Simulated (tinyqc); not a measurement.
How many bands a k.p model needs: band 4 from Gamma to L: k.p theory built from an empirical-pseudopotential calculation at Gamma.

Empirical pseudopotential on the fcc lattice, atoms at +/- tau, tau = a (1,1,1)/8, no spin-orbit coupling. H(G,G') = c (2 pi/a)^2 |k + G|^2 delta + VS(q) cos(q.tau) + i VA(q) sin(q.tau), q = G - G', c = hbar^2/2m0; k and G in units of 2 pi/a; VS at |q|^2 = 3, 8, 11 and VA at 3, 4, 11, in rydberg, zero elsewhere. The basis is fixed: all 89 G with |G|^2 up to Gcut. Energies are counted from the fourth level at Gamma.

k.p in the lowest n states at Gamma: H_nm = (E_n + c k^2) delta + 2 c k.<n|G|m>, k in 1/angstrom; with all states of the basis it is exact.

Constants: hbar^2/2m0 = 3.80998211 eV angstrom^2; Ry = 13.60569312 eV.

Inputs chosen for the exercise (near those of GaAs; the results hold for these values, not for the real material):
- a = 5.626 angstrom (lattice constant)
- VS = (-0.231, 0.008, 0.06) Ry (symmetric form factors)
- VA = (0.069, 0.049, 0.012) Ry (antisymmetric form factors)
- Gcut = 19 (2 pi/a)^2 (largest |G|^2 of the fixed basis)

Band 4 (counted from below) at k = f (0.5, 0.5, 0.5) 2 pi/a; n ends on whole multiplets.

Energies (eV):
```
f       n = 8  n = 15  n = 27  n = 89 (exact)
0.000   0.000   0.000   0.000           0.000
0.125  -0.003  -0.048  -0.050          -0.050
0.250  -0.002  -0.175  -0.183          -0.183
0.375   0.022  -0.339  -0.358          -0.358
0.500   0.092  -0.503  -0.537          -0.539
0.625   0.225  -0.637  -0.693          -0.698
0.750   0.437  -0.726  -0.810          -0.819
0.875   0.736  -0.759  -0.879          -0.894
1.000   1.129  -0.730  -0.893          -0.919
```

What does the comparison show?

With n = 8 the band stays within 0.05 eV of the exact one up to f = 0.125 (error at L: +2.048 eV). With n = 15 the band stays within 0.05 eV of the exact one up to f = 0.500 (error at L: +0.189 eV). With n = 27 the band stays within 0.05 eV of the exact one over the whole line (error at L: +0.026 eV). A smaller basis can only raise a level.

Program tinyqc; command `OMP_NUM_THREADS=1 python tinyqc.py 1081340 1081341 out.jsonl`; about 0.5 s on one thread of a shared Intel(R) Xeon(R) Processor @ 2.30GHz.
